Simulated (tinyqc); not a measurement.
# Worked calculation: donor binding, ionisation and the Mott limit

Program tinyqc, `OMP_NUM_THREADS=1 python tinyqc.py 2330076 2330077 out.jsonl`; Intel Xeon 2.30GHz, shared host, one thread, about 0.01 s. Printed values are rounded.

Hydrogenic donor: Ry = (m0 q^3/(8 eps0^2 h^2)) me/eps_r^2 in eV, E0 = cc Ry, radius a = q/(8 pi eps0 eps_r E0), Mott density Nm = (0.26/a)^3. Below Nm the level sinks as Ed = E0 [1 - (N/Nm)^(1/3)]. Neutrality: Nc F12(eta) = N/(1 + 2 exp(eta + Ed/kB T)), F12(x) = (2/sqrt(pi)) int_0^infinity sqrt(u)/(1 + exp(u - x)) du.

Inputs (values chosen for the exercise); band and dielectric values close to those of 4H silicon carbide:

| symbol | value | unit | meaning |
|---|---|---|---|
| T | 200 | K | temperature |
| eps_r | 9.88 |  | relative permittivity |
| me | 0.366 | m0 | mass in the hydrogenic formula, set independently of Nc |
| Nc | 9.25e18 | cm^-3 | conduction-band density of states at 200 K |
| cc | 1.8 |  | ratio of the true binding energy to the hydrogenic one |
| N | 6.3e18 | cm^-3 | donor density |

Constants: q = 1.602176634e-19 C, kB = 1.380649e-23 J/K, eps0 = 8.8541878128e-12 F/m, h = 6.62607015e-34 J s, m0 = 9.1093837015e-31 kg, Vt = kB T/q. Results are converted to the units shown.

Range of the model: A sharp level with degeneracy 2 overstates freeze-out near Nm, where the impurity band broadens and merges with the conduction band.

## Binding energy, radius and Mott density

The mean spacing of the donors is N^(-1/3).

Ry = 51.0138 meV
E0 = 91.8249 meV
a = 0.793605 nm
Nm = 3.51647e19 cm^-3
spacing over a = 6.82258
Ed = 40.0596 meV

## Ionisation

Solve the neutrality equation for eta. Boltzmann form: with k = (Nc/2) exp(-Ed/kB T) the ionised share is [-k + sqrt(k^2 + 4 k N)]/(2 N).

eta = -1.80329
ionised share = 22.8955 %
n = 1.44242e18 cm^-3
ionised share, Boltzmann form = 23.4494 %

With the level held at E0 the share would be 5.76 %.
